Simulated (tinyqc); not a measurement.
Inside a calculation: quaternary alloy A(x)B(1-x)C(y)D(1-y) matched to a substrate. Values are carried at full precision from step to step, so a last printed digit may differ when a step is redone from the rounded ones.

Matching a(x,y) = a_s gives x = (a_s - y a_BC - (1 - y) a_BD)/(y (a_AC - a_BC) + (1 - y)(a_AD - a_BD)).
Constants: hc = 1239.841984 eV nm.

Values chosen for the exercise (AC, AD, BC, BD near GaAs, GaP, InAs and InP; substrate near InP; not measured data): a = (5.649, 5.455, 6.059, 5.869) angstrom (lattice constants of AC, AD, BC, BD); a_s = 5.869 angstrom (substrate); y = 0.9 (fraction of C); Eg = (1.512, 2.918, 0.412, 1.407) eV (gaps at Gamma of AC, AD, BC, BD); Cb = (0.434, 0.747, 0.218, 0.112) eV (bowing of ABC, ABD, ACD, BCD); dx = 0.014 (error of x in growth).

## The matched composition

Give numerator, denominator and x.

numerator = -0.17100 angstrom
denominator = -0.41040 angstrom
x = 0.4167

## The gap by rule 1

Q(x,y) = x y Q_AC + x (1 - y) Q_AD + (1 - x) y Q_BC + (1 - x)(1 - y) Q_BD for the lattice constant. Gap, rule 1: Q(x,y) - x (1 - x)[y C_ABC + (1 - y) C_ABD] - y (1 - y)[x C_ACD + (1 - x) C_BCD]. Rule 2 (mean of ternaries): {x (1 - x)[y T_ABC(x) + (1 - y) T_ABD(x)] + y (1 - y)[x T_ACD(y) + (1 - x) T_BCD(y)]}/{x (1 - x) + y (1 - y)}, T_ABC(x) = x E_AC + (1 - x) E_BC - C_ABC x (1 - x), T_ACD(y) = y E_AC + (1 - y) E_AD - C_ACD y (1 - y), and alike. Only the Gamma valley is followed.

Give the four weights, the bilinear part, the two bowing terms, the gap and hc/gap.

weights of AC, AD, BC, BD: 0.3750  0.0417  0.5250  0.0583

bilinear part = 0.9870 eV

bowing terms (eV): 0.1131  0.0141

gap = 0.8598 eV
wavelength = 1442 nm

## The gap by rule 2

Give the four ternary gaps and their weighted mean.

T_ABC, T_ABD, T_ACD, T_BCD (eV): 0.7648  1.8550  1.6330  0.5014

gap = 0.9006 eV

Rule 2 lies 41 meV above rule 1: it averages the two bowing terms where rule 1 adds them. Both agree on the ternary edges.

## An error in composition

Replace x by x + dx; mismatch (a_s - a)/a and change of the relaxed gap by rule 1.

a = 5.8633 angstrom
mismatch = 0.098 %
change of the gap = 14.8 meV

The layer would be under tension; the strain shift of the gap is not included.

## Checks

- Lattice constant at the matched composition against a_s (angstrom): both 5.8690.
- Rule 2 as a mean of ternaries against its form with averaged bowing (eV): both 0.9006.

Program tinyqc; command `OMP_NUM_THREADS=1 python tinyqc.py 1080208 1080209 out.jsonl`; about 0.01 s on one thread of a shared Intel(R) Xeon(R) Processor @ 2.30GHz.
